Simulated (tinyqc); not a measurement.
# Off-state leakage of single and stacked transistors: subthreshold current against the height of the stack

n-channel devices of unit width. Subthreshold current I(Vg, Vs, Vd) = I0 (T/300 K)^0.5 exp[(Vg - Vs - VT(T) - gb (Vs - Vb) + dd (Vd - Vs))/(nf Vt)] (1 - exp(-(Vd - Vs)/Vt)), VT(T) = VT - cT (T - 300 K). Gate-edge tunnelling Ig (Vd/1 V) exp(ag (Vd - 1 V)), for a gate at 0 V, and band-to-band leakage Ab u exp(-Bb/u), u = Vd - Vb + 1 V, flow at a drain held at V; both are taken as independent of T. In a stack of off transistors (all gates at 0 V) the same subthreshold current passes through each.

All n gates at 0 V, bottom source at 0 V, top drain at V; node voltages follow from equal currents.

Inputs (values chosen for the exercise); values of the order met in bulk silicon logic transistors: temperature T = 358 K; supply voltage V = 1.1 V; threshold at 300 K, zero drain and body bias VT = 0.32 V; fall of the threshold with temperature cT = 0.7 mV/K; current at threshold at 300 K I0 = 0.9 uA/um; slope factor nf = 1.48; drain-induced lowering per volt dd = 0.07; rise of the threshold per volt of source-body bias gb = 0.1; body voltage Vb = 0 V.

Constants: q = 1.602176634e-19 C, kB = 1.380649e-23 J/K, Vt = kB T/q. Results are converted to the units shown.

Result of one run:

| n | I (nA/um) | reduction factor | drain voltage of the bottom device (mV) | source voltage of the top device (mV) | voltage across the top device (V) |
|---|---|---|---|---|---|
| 5 | 0.6458 | 18.09 | 10.73 | 113.0 | 0.9870 |

What becomes of these results when the number of transistors in series n is changed from 5 to 3, all else the same?

Result of the changed run:

| n | I (nA/um) | reduction factor | drain voltage of the bottom device (mV) | source voltage of the top device (mV) | voltage across the top device (V) |
|---|---|---|---|---|---|
| 3 | 1.195 | 9.773 | 23.49 | 88.96 | 1.011 |

The whole series:

| n | I (nA/um) | reduction factor | drain voltage of the bottom device (mV) | source voltage of the top device (mV) | voltage across the top device (V) |
|---|---|---|---|---|---|
| 1 | 11.68 | 1.000 | 1100 | 0 | 1.100 |
| 2 | 2.119 | 5.512 | 66.61 | 66.61 | 1.033 |
| 3 | 1.195 | 9.773 | 23.49 | 88.96 | 1.011 |
| 4 | 0.8372 | 13.95 | 14.67 | 102.8 | 0.9972 |
| 5 | 0.6458 | 18.09 | 10.73 | 113.0 | 0.9870 |
| 6 | 0.5261 | 22.20 | 8.472 | 121.0 | 0.9790 |

The second transistor cuts the current by a factor of 5.51, the third by a further 1.77 and the sixth by 1.23. The top device keeps 89.0 % of the supply at n = 6, while the drain voltage of the bottom one falls to 0.275 Vt.

tinyqc, about 0.06 s, one thread, Intel Xeon 2.30GHz (shared host): `OMP_NUM_THREADS=1 python tinyqc.py 2242120 2242121 out.jsonl`
